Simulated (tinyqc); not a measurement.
Capacitance of parallel on-chip lines from Laplace's equation on a mesh: two steps of the calculation.

Cross-section of an endless row of equal lines between two grounded planes; neighbours are driven in antiphase (+1 V and -1 V), so the plane midway between two lines is at 0 V. By symmetry one quarter is solved: x runs from the centre of a line (column 0, mirror) to that midplane (column 5, 0 V), y from the mid-height of the line (row 0, mirror) to the ground plane (row 5, 0 V). The line fills columns 0 to 2 and rows 0 to 2 at 1 V. Cells beside the line (below row 2) have e2, cells above have e1. Each link between nodes has the conductance g = mean permittivity of the two cells beside it (a cell beyond a mirror counts as 0), and the free nodes obey sum g (V_neighbour - V) = 0.

Parameters, values chosen for the exercise:
```
symbol  value  unit                                          meaning
e1        2.7        relative permittivity above and below the lines
e2        2.7                relative permittivity between the lines
om        1.4                                 over-relaxation factor
```

Constants: eps0 = 8.8541878128e-12 F/m. Results are converted to the units shown.

Problem 1. Relaxation sweep. One sweep visits the free nodes row by row from row 0, left to right, and replaces V by V + om (weighted mean of the neighbours - V), using new values at once.

V after sweep 1 (V):
```
	col 0	col 1	col 2	col 3	col 4	col 5
row 0	1.0000000	1.0000000	1.0000000	0.3500000	0.1225000	0.0000000
row 1	1.0000000	1.0000000	1.0000000	0.4725000	0.2082500	0.0000000
row 2	1.0000000	1.0000000	1.0000000	0.5153750	0.2532687	0.0000000
row 3	0.3500000	0.4725000	0.5153750	0.3607625	0.2149109	0.0000000
row 4	0.1225000	0.2082500	0.2532687	0.2149109	0.1504377	0.0000000
row 5	0.0000000	0.0000000	0.0000000	0.0000000	0.0000000	0.0000000
```

gx:
```
	col 0	col 1	col 2	col 3	col 4
row 0	1.35	1.35	1.35	1.35	1.35
row 1	2.7	2.7	2.7	2.7	2.7
row 2	2.7	2.7	2.7	2.7	2.7
row 3	2.7	2.7	2.7	2.7	2.7
row 4	2.7	2.7	2.7	2.7	2.7
row 5	1.35	1.35	1.35	1.35	1.35
```

gy:
```
	col 0	col 1	col 2	col 3	col 4	col 5
row 0	1.35	2.7	2.7	2.7	2.7	1.35
row 1	1.35	2.7	2.7	2.7	2.7	1.35
row 2	1.35	2.7	2.7	2.7	2.7	1.35
row 3	1.35	2.7	2.7	2.7	2.7	1.35
row 4	1.35	2.7	2.7	2.7	2.7	1.35
```

Give: V after sweep 2.

Solution 1.

V after sweep 2 (V):
```
	col 0	col 1	col 2	col 3	col 4	col 5
row 0	1.0000	1.0000	1.0000	0.5836	0.3010	0.0000
row 1	1.0000	1.0000	1.0000	0.6185	0.3272	0.0000
row 2	1.0000	1.0000	1.0000	0.5752	0.2898	0.0000
row 3	0.5836	0.6185	0.5752	0.4088	0.2112	0.0000
row 4	0.3010	0.3272	0.2898	0.2112	0.0877	0.0000
row 5	0.0000	0.0000	0.0000	0.0000	0.0000	0.0000
```

Problem 2. Capacitance per length. C = 4 eps0 sum g (difference of V)^2 over all links (twice the energy of the four quarters, line at 1 V). Plate estimate without fringing: eps0 [2 e1 w/hd + 2 e2 t/(s/2)], w = 4 hx, t = 4 hx, s/2 = 3 hx, hd = 3 hx.

converged V (V):
```
	col 0	col 1	col 2	col 3	col 4	col 5
row 0	1.0000000	1.0000000	1.0000000	0.6406454	0.3098825	0.0000000
row 1	1.0000000	1.0000000	1.0000000	0.6263495	0.2994424	0.0000000
row 2	1.0000000	1.0000000	1.0000000	0.5653102	0.2615376	0.0000000
row 3	0.6406454	0.6263495	0.5653102	0.3733539	0.1813976	0.0000000
row 4	0.3098825	0.2994424	0.2615376	0.1813976	0.0906988	0.0000000
row 5	0.0000000	0.0000000	0.0000000	0.0000000	0.0000000	0.0000000
```

gx:
```
	col 0	col 1	col 2	col 3	col 4
row 0	1.35	1.35	1.35	1.35	1.35
row 1	2.7	2.7	2.7	2.7	2.7
row 2	2.7	2.7	2.7	2.7	2.7
row 3	2.7	2.7	2.7	2.7	2.7
row 4	2.7	2.7	2.7	2.7	2.7
row 5	1.35	1.35	1.35	1.35	1.35
```

gy:
```
	col 0	col 1	col 2	col 3	col 4	col 5
row 0	1.35	2.7	2.7	2.7	2.7	1.35
row 1	1.35	2.7	2.7	2.7	2.7	1.35
row 2	1.35	2.7	2.7	2.7	2.7	1.35
row 3	1.35	2.7	2.7	2.7	2.7	1.35
row 4	1.35	2.7	2.7	2.7	2.7	1.35
```

Give: C; plate estimate.

Solution 2.

C = 188.96 aF/um
plate estimate = 127.50 aF/um

Computed by the program tinyqc: `OMP_NUM_THREADS=1 python tinyqc.py 2790201 2790202 out.jsonl`, one thread of a shared Intel Xeon 2.30GHz, about 1 s for the whole run.
